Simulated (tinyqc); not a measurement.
## Trap density and cross-section from the conductance peak

Problem. For a continuum of interface traps on an n-type substrate Gp/w peaks at 2 pi f tau = 1.9803 with the height 0.40237 q Dit, and tau = 1/(sn vth Nd exp(psi/Vt)) with psi = ps. Find Dit, tau and sn.

Values chosen for this exercise: temperature T = 300 K; donor density Nd = 8.2e15 cm^-3; band bending psi ps = -0.2 V; thermal velocity vth = 2.2e7 cm/s.

Constants: q = 1.602176634e-19 C, kB = 1.380649e-23 J/K, Vt = kB T/q. Results are converted to the units shown.

peak Gp/w = 14.182692 nF/cm^2
frequency of the peak = 521.38055 Hz

Solution. The height gives Dit, the position tau, and tau with the surface density gives sn.

Dit = 2.200e11 cm^-2 eV^-1
tau = 6.045e-4 s
sn = 2.100e-17 cm^2

Computed by the program tinyqc: `OMP_NUM_THREADS=1 python tinyqc.py 2030037 2030038 out.jsonl`, one thread of a shared Intel Xeon 2.30GHz, about 0.01 s for the whole run.
